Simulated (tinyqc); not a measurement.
Effective mass of the conduction band from tabulated energies, step by step. Values are carried at full precision from step to step, so a last printed digit may differ when a step is redone from the rounded ones.

c = hbar^2/2m0. A uniform scatter of up to 0.3 meV has been added to mimic numerical noise.
Constants: hbar^2/2m0 = 3.80998211 eV angstrom^2; kB = 8.617333262e-05 eV/K.

Values chosen for the exercise (out of a larger set: band of an eight-band Kane model near InAs; not measured data): T = 300 K (temperature).

## Finite differences

Energies along [110], from the band edge:

| k (1/angstrom) | E (meV) |
|---|---|
| 0.00000 | 0.0000 |
| 0.00310 | 1.5068 |
| 0.00620 | 5.3834 |
| 0.00930 | 12.1967 |
| 0.01240 | 21.4966 |
| 0.01550 | 32.0905 |
| 0.01860 | 44.8876 |
| 0.02170 | 58.9669 |
| 0.02480 | 73.9693 |

reference mass (curvature of the model at k = 0.0001 1/angstrom) = 0.02610 m0

The band is even in k. m = c k^2/E(k) from the points 1, 2, 4 (k = 0 is point 0); Richardson from points 1 and 2: c/m = [16 E(k1) - E(k2)]/(12 k1^2).

m from points 1, 2, 4 (m0): 0.02430  0.02721  0.02725

m by Richardson = 0.02346 m0

Errors against the reference: -6.90, +4.23 and +4.41 % and -10.10 %. The extrapolation does not help: a scatter of 0.3 meV is 20 % of the first energy, and the formula weights that point by 4/3.

## Least squares over all points

Fit E = a k^2 (a = sum k^2 E/sum k^4), then E = a k^2 + b k^4 from the normal equations; E in eV; m = c/a.

sums of k^4, k^6, k^8: 8.1011e-07  3.9668e-10  2.1053e-13

sums of k^2 E, k^4 E: 0.00010108  4.8888e-08

a, one term = 124.77 eV angstrom^2

a and b, two terms: 143.0  -3.730e+04

m, one and two terms (m0): 0.03053  0.02664

The parabola over all points errs by +17.0 % because the weights k^4 favour the outer points; the second term brings the error to +2.1 %.

## The non-parabolic form

E (1 + alpha E) = c k^2/m means that y = c k^2/E is a straight line in E with intercept m and slope m alpha. Fit the line by unweighted least squares over points 1 to 8, E in eV.

y (m0): 0.02430  0.02721  0.02702  0.02725  0.02852  0.02936  0.03043  0.03168

m = 0.02561 m0
alpha = 3.260 1/eV

The intercept errs by -1.89 %. The scatter of the first points, divided by small energies, tilts an unweighted line. The model has Eg = 0.416 eV, and for two bands alpha is near 1/Eg = 2.40 1/eV.

## Which mass for which use

From the fitted m and alpha: momentum mass at energy E, m (1 + 2 alpha E); curvature mass m (1 + 2 alpha E)^3; thermal factors to first order in alpha kT: density of states Nc (1 + 15 alpha kT/4), conductivity mass m (1 + 5 alpha kT). Take E = 3 kT/2.

alpha kT = 0.0843
momentum mass = 0.03208 m0
curvature mass = 0.05035 m0
factor on Nc = 1.3160
thermal conductivity mass = 0.03640 m0

alpha kT is not small, so first order is only a guide.

## Checks

- Two-term fit by normal equations against a least-squares routine: both 143.042.

Computed by tinyqc, a small Python program: `OMP_NUM_THREADS=1 python tinyqc.py 1880751 1880752 out.jsonl` (the numbers bound the seed that draws the inputs); one thread of a shared host (Intel(R) Xeon(R) Processor @ 2.30GHz), about 0.01 s for the whole set of steps.
